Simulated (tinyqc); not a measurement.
Born-Mayer model of an ionic crystal AB: one step, computed by the program tinyqc. Command: `OMP_NUM_THREADS=1 python tinyqc.py 3017904 3017905 out.jsonl bornmayer walk`. One thread of a shared host (Intel(R) Xeon(R) Processor @ 2.30GHz), about 0.01 s of CPU time with the checks.

Energies are per ion pair and r is the nearest distance of unlike ions.

Problem. Under pressure. Madelung constant M, unlike neighbours z1, like neighbours z2 at f r, volume per pair: rock salt 1.747565, 6, 12, sqrt2, 2 r^3; caesium chloride 1.762675, 8, 6, 2/sqrt3, 8 r^3/(3 sqrt3); zinc blende 1.638055, 4, 12, sqrt(8/3), 16 r^3/(3 sqrt3). U(r) = -M z^2 e^2/(4 pi eps_0 r) + z1 lambda exp(-r/rho) + z2 [lambda2 exp(-f r/rho) - C/(f r)^6] (one mean like-ion term for both sublattices). With the volume written as c r^3, under pressure take the root at the minimum of the enthalpy and solve U'(r) + 3 c r^2 P = 0; H = U + P V; B = (U'' - 2 U'/r)/(9 c r).

Inputs (values chosen for the exercise, for a model salt):

| quantity | value | unit |
|---|---|---|
| ionic charge z | 2 | - |
| unlike repulsion lambda | 530 | eV |
| range rho | 0.35 | angstrom |
| like repulsion lambda2 | 2400 | eV |
| dispersion C between like ions | 29 | eV angstrom^6 |
| pressure P | 10 | GPa |

Structure: rock salt. Short range: with like-ion terms.

Constants: e^2/(4 pi eps_0) = 14.39964548 eV angstrom; 1 eV/angstrom^3 = 160.2176634 GPa.

Give: distance at P; volume at P; enthalpy at P; bulk modulus at P.

Solution.

distance at P = 2.328 angstrom

volume at P = 25.23 angstrom^3

enthalpy at P = -35.46 eV per pair

bulk modulus at P = 213.6 GPa
